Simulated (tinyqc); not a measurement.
## True capacitance, leakage and series resistance from two frequencies

Inverse problem. A capacitance C in parallel with G and in series with Rs is measured as Cp and D = Gp/(w Cp) at two frequencies. The series reading Cs = Cp (1 + D^2) equals C + G^2/(w^2 C), and Re Z = D/(w Cp (1 + D^2)) = Rs + G/(G^2 + w^2 C^2). Find C, G and Rs.

f (Hz): [1e5, 1e6]
Cp (pF): [196.858906, 148.329398]
D: [2.84541750, 0.945819223]

Solution. w^2 Cs = w^2 C + G^2/C is a straight line in w^2 with slope C; the intercept gives G, and the real part then gives Rs.

C = 265.8 pF
G = 400.0 uS
Rs = 400.0 ohm

tinyqc, about 0.01 s, one thread, Intel Xeon 2.30GHz (shared host): `OMP_NUM_THREADS=1 python tinyqc.py 2022056 2022057 out.jsonl`
